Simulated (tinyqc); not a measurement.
# From one set of inputs to another, one input at a time

Model: surface photovoltage measurement of the minority-carrier diffusion length in a wafer. Computed by tinyqc, a small Python program. Command: `OMP_NUM_THREADS=1 python tinyqc.py 3130512 3130513 out.jsonl spv ladder`. One thread of a shared host (Intel(R) Xeon(R) Processor @ 2.30GHz), about 0.02 s of CPU time with the checks.

Low injection, steady light, a depletion layer much thinner than 1/alpha and L. The excess density dn is taken at the front edge of the neutral region; light that reaches the back is lost.

The inputs printed are set A. Inputs not listed in the table keep their values of set A, so the rows need not describe a real material.

Inputs (values chosen for the exercise, modelled on p-type silicon at room temperature):
```
quantity                                              value               unit
diffusion length L                                      220         micrometre
wafer thickness W                                       525         micrometre
diffusivity D                                          29.5             cm^2/s
front recombination velocity S_f                       1100               cm/s
back recombination velocity S_b                        8500               cm/s
photon flux entering                                1.5e+13         1/(cm^2 s)
minority density at the surface barrier scale n_0   1.8e+10             1/cm^3
temperature T                                           298                  K
wavelength                                              839                 nm
diffusion length after pair splitting over L           0.58                  -
iron factor C                                      1.09e+16  micrometre^2/cm^3
```

normal deviates g for the noise: -0.23  -0.07  -0.77  0.56  0.20  -0.05  0.78

Constants: k_B = 8.617333262e-05 eV/K.

Method:
- alpha = (84.732/lambda - 76.417)^2 per cm with lambda in micrometre (an empirical fit for silicon between 0.7 and 1.05 micrometre).
- Thick wafer: dn = Phi L/((S_f + D/L)(L + 1/alpha)). Finite wafer, with s = S_b L/D, w = W/L, a = alpha L: dn = [Phi a/(a^2 - 1)] [a - B - exp(-alpha W)(a - s)/(cosh w + s sinh w)]/(S_f + B D/L), B = (sinh w + s cosh w)/(cosh w + s sinh w).
- Photovoltage V = (k_B T/e) ln(1 + dn/n_0). Lifetime = L^2/D.
- Readings y = (Phi/dn) (1 + noise x g) at 780, 830, 880, 920, 950, 975 and 995 nm; a least-squares line y = c (1/alpha + L_app) gives L_app = intercept/slope.
- Splitting iron-boron pairs in boron-doped silicon shortens L; with nothing else changing, [Fe] = C (1/L_after^2 - 1/L^2). It is evaluated with the true lengths and with the apparent ones (without noise), which differ when the wafer is not thick against L.

Each row keeps all changes above it:
```
input moved                                 from       to  dn, finite wafer (1/cm^3)  photovoltage V (mV)  [Fe] from the apparent lengths (1/cm^3)
set A                                          -        -                  5.671e+09                 7.03                                4.281e+11
photon flux entering (1/(cm^2 s))        1.5e+13  8.5e+13                  3.213e+10                26.30                                4.281e+11
back recombination velocity S_b (cm/s)      8500      180                  3.265e+10                26.57                                4.555e+11
diffusion length L (micrometre)              220       27                  4.381e+09                 5.59                                2.950e+13
wavelength (nm)                              839      867                  3.894e+09                 5.03                                2.950e+13
wafer thickness W (micrometre)               525      300                  3.894e+09                 5.03                                2.950e+13
front recombination velocity S_f (cm/s)     1100      210                  4.205e+09                 5.39                                2.950e+13
diffusivity D (cm^2/s)                      29.5     29.6                  4.191e+09                 5.37                                2.950e+13
```

Where does the difference come from?

dn, finite wafer goes from 5.67e9 to 4.19e9, a factor 0.739 in all. The largest single move comes from diffusion length L (a factor 0.134), and photon flux entering works against it (a factor 5.67). Photovoltage V goes from 7.03 to 5.37, a factor 0.764 in all. The largest single move comes from diffusion length L (a factor 0.211), and photon flux entering works against it (a factor 3.74). [Fe] from the apparent lengths goes from 4.28e11 to 2.95e13, a factor 68.9 in all. The largest single move comes from diffusion length L (a factor 64.8). The single moves hold for this order of the switches; the total does not depend on the order.

Caution (all rows): dn is not small against n_0, so V is not linear in the flux; the constant-flux reading then needs dn, not V.

Extremes, crossings and ranges named in words are read from the listed rows.
